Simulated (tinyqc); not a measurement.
A and C from the efficiency peak.

Problem. ABC model of an LED: J = q da (A n + Ba n^2 + Ca n^3), IQE = Ba n^2/(A n + Ba n^2 + Ca n^3), differential lifetime 1/(A + 2 Ba n + 3 Ca n^2). The peak lies at n = sqrt(A/Ca). Given Ba, find n at the peak, A and Ca.

Inputs (values chosen for the exercise): radiative coefficient of the active layer Ba = 2.8e-10 cm^3/s; thickness of the active layer da = 80 nm.

Constants: q = 1.602176634e-19 C. Results are converted to the units shown.

peak IQE = 87.554859 %
J at the peak = 149.05463 A/cm^2

Answer. IQE J = q da Ba n^2 gives n. At the peak A n = Ca n^3, each being half of the non-radiative rate Ba n^2 (1/IQE - 1).

n at the peak = 6.03e17 cm^-3
A = 1.20e7 1/s
Ca = 3.30e-29 cm^6/s

tinyqc, about 0.01 s, one thread, Intel Xeon 2.30GHz (shared host): `OMP_NUM_THREADS=1 python tinyqc.py 2300002 2300003 out.jsonl`
